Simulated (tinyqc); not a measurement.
# p-type polysilicon, carrier trapping at grain boundaries: two studies

One-dimensional grains of size Lg, uniform ionised doping N, monovalent traps Qt at each boundary at a depth Et below (for electrons) or above (for holes) the band edge there, abrupt depletion of width W on each side of a boundary, Boltzmann statistics. xi is the distance from the band edge at the grain centre to the Fermi level. Trapped charge Qt/(1 + exp((xi + VB - Et)/Vt)) = 2 N W, barrier VB = q N W^2/(2 eps0 eps_r).

Inputs (values chosen for the exercise); values of the order met in polycrystalline silicon:
```
symbol    value        unit                                                              meaning
T           350           K                                                          temperature
eps_r      11.7                                                            relative permittivity
NB      3.34e19       cm^-3                                  valence-band density of states at T
Lg           90          nm                                                           grain size
Qt       1.9e12       cm^-2                                     trap density of a grain boundary
Et         0.41          eV  depth of the trap level from the majority band edge at the boundary
ms         0.57          m0                                         mass for thermionic emission
fe         0.12                                           correction factor of the emission rate
mug         150  cm^2/(V s)                                           mobility inside the grains
N          7e16       cm^-3                                                               doping
```

Constants: q = 1.602176634e-19 C, kB = 1.380649e-23 J/K, m0 = 9.1093837015e-31 kg, Vt = kB T/q, eps0 = 8.8541878128e-14 F/cm where lengths are in cm. Results are converted to the units shown.

Each table varies one quantity; the others keep the values above.

## Effect of the doping

If the trap equation with xi = Vt ln(NB/N) has a root W < Lg/2, the grain is partly depleted; otherwise W = Lg/2 and the trap equation gives xi = Et - VB + Vt ln(Qt/(N Lg) - 1). N* = Qt/Lg. n0 = NB exp(-xi/Vt); mean density n0 (1 - 2 W/Lg) by charge balance in a partly depleted grain, and n0 (sqrt(pi)/2) erf(u)/u with u = sqrt(VB/Vt) in a fully depleted one; v = sqrt(kB T/(2 pi ms m0)); barrier resistivity Vt exp(VB/Vt)/(q fe n0 v Lg); grain resistivity (1 - 2 W/Lg)/(q n0 mug); effective mobility 1/(q mean density total resistivity). Rows with xi above 0.45 V, towards mid-gap, are left out, since the other carrier type is ignored.

Effect of the doping:
columns A: N (cm^-3); B: N/N*; C: depleted share 2 W/Lg; D: VB (V); E: xi (V); F: mean density (cm^-3); G: resistivity (ohm cm); H: effective mobility (cm^2/(V s))
```
A             B         C          D         E          F         G        H
2.2e16  0.10421    1.0000   0.034450   0.44043  1.0955e13    9338.8   61.006
4.7e16  0.22263    1.0000   0.073598   0.37411  7.5615e13    3793.5   21.759
9.8e16  0.46421    1.0000    0.15346   0.26086  2.2967e15    1253.9   2.1672
2.1e17  0.99474   0.80786    0.21461   0.15289  4.0350e16    265.55  0.58250
4.3e17   2.0368   0.48250    0.15676   0.13128  2.2253e17    19.094   1.4690
9.1e17   4.3105   0.23186   0.076603   0.10866  6.9901e17   0.66608   13.405
1.9e18   9.0000   0.11110   0.036726  0.086462  1.6889e18   0.10002   36.949
4e18     18.947  0.052777   0.017447  0.064009  3.7889e18  0.030045   54.829
8.4e18   39.789  0.025132  0.0083082  0.041631  8.1889e18  0.011931   63.885
```

What does the table show?

As N goes from 2.2e16 to 8.4e18, VB goes from 0.0345 through a maximum of 0.215 (at N = 2.1e17 among the rows listed) to 0.00831 V, the resistivity falls from 9340 to 0.0119 ohm cm and the effective mobility goes from 61.0 through a minimum of 0.582 (at N = 2.1e17 among the rows listed) to 63.9 cm^2/(V s). The steepest fall of the resistivity among the rows, as N^(-4.5), lies between N = 4.3e17 and 9.1e17 cm^-3; N* = 2.11e17 cm^-3. While the grain is fully depleted VB grows as N; once the traps are full it falls as 1/N. For N = 4e18, 8.4e18 xi is under 2.5 Vt, where Boltzmann statistics begin to fail. For N = 4e18, 8.4e18 VB is below Vt, where abrupt depletion and thermionic emission are rough. For N = 2.1e17 the grain is near the changeover between partial and full depletion, within a few Debye lengths, where both limits are rough.

## Effect of the trap density of a grain boundary

Same model as above.

N* = Qt/Lg.

Effect of the trap density of a grain boundary:
columns A: Qt (cm^-2); B: N/N*; C: depleted share 2 W/Lg; D: VB (V); E: xi (V); F: mean density (cm^-3); G: resistivity (ohm cm); H: effective mobility (cm^2/(V s))
```
A             B       C        D       E         F        G      H
2e11      3.150  0.3172  0.01103  0.1860  4.780e16    1.339  97.56
3.4e11    1.853  0.5388  0.03182  0.1860  3.229e16    2.132  90.66
5.7e11    1.105  0.8950  0.08780  0.1860  7.352e15    11.95  71.03
9.7e11   0.6495   1.000   0.1096  0.2818  1.351e15    586.3  7.882
1.6e12   0.3937   1.000   0.1096  0.3134  4.734e14     1673  7.882
2.8e12   0.2250   1.000   0.1096  0.3377  2.116e14     3742  7.882
4.7e12   0.1340   1.000   0.1096  0.3567  1.128e14     7019  7.882
8e12    0.07875   1.000   0.1096  0.3746  6.231e13  1.271e4  7.882
```

What does the table show?

As Qt goes from 2e11 to 8e12, VB rises from 0.0110 to 0.110 V, the resistivity rises from 1.34 to 12700 ohm cm and the effective mobility falls from 97.6 to 7.88 cm^2/(V s). For Qt = 2e11 VB is below Vt, where abrupt depletion and thermionic emission are rough. For Qt = 3.4e11, 5.7e11 the grain is near the changeover between partial and full depletion, within a few Debye lengths, where both limits are rough.

Numbers from tinyqc (`OMP_NUM_THREADS=1 python tinyqc.py 2830042 2830043 out.jsonl`; about 0.01 s on one thread of a shared Intel Xeon 2.30GHz).
